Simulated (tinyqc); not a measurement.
Stretching all distances: RHF, UHF, MP2, CISD and CCSD against full CI in the 3-21g basis, for H2, spin multiplicity 1. Computed by the program tinyqc with PySCF. All coordinates are multiplied by the scale. c0^2 is the weight of the RHF determinant in the lowest singlet FCI state (UHF is spin-contaminated and may lie near states of higher spin) and n(LUMO) the first natural occupation beyond the occupied space.

Geometry (angstrom):

| atom | x | y | z |
|---|---|---|---|
| H | 0.0000 | 0.0000 | 0.0000 |
| H | 0.0000 | 0.0000 | 0.6590 |

Full CI energy (hartree) and errors against it (kcal/mol):

| scale | distance 1-2 (angstrom) | E(FCI) | RHF | UHF | MP2 | CISD | CCSD | <S^2> UHF | c0^2 | n(LUMO) |
|---|---|---|---|---|---|---|---|---|---|---|
| 0.940 | 0.619 | -1.13279 | 14.157 | 14.157 | 3.991 | 0.000 | 0.000 | 0.000 | 0.989 | 0.016 |
| 1.220 | 0.804 | -1.14617 | 16.491 | 16.491 | 5.239 | 0.000 | 0.000 | 0.000 | 0.983 | 0.030 |
| 1.510 | 0.995 | -1.12399 | 19.892 | 19.892 | 7.271 | 0.000 | 0.000 | 0.000 | 0.972 | 0.053 |
| 1.790 | 1.180 | -1.09515 | 24.574 | 24.574 | 10.170 | 0.000 | 0.000 | 0.000 | 0.954 | 0.090 |
| 2.070 | 1.364 | -1.06787 | 30.855 | 25.408 | 14.089 | 0.000 | 0.000 | 0.412 | 0.927 | 0.144 |
| 2.640 | 1.740 | -1.02659 | 48.731 | 14.883 | 25.072 | 0.000 | 0.000 | 0.806 | 0.840 | 0.315 |

Estimate the missing row, scale = 2.36.

Computed row:
```
scale  distance 1-2 (angstrom)    E(FCI)     RHF     UHF     MP2   CISD   CCSD  <S^2> UHF   c0^2  n(LUMO)
2.360                    1.555  -1.04419  39.135  20.638  19.232  0.000  0.000      0.665  0.888    0.221
```

UHF parts from RHF first at scale 2.07 of those listed, where <S^2> leaves zero. The weight c0^2 goes from 0.99 to 0.84 and n(LUMO) from 0.02 to 0.32: static correlation grows as the bonds break into open-shell fragments. The spread of the error along the curve, which distorts its shape, is CISD 0.0, CCSD 0.0, UHF 11.3, MP2 21.1, RHF 34.6 kcal/mol. With two electrons CISD and CCSD are exact.
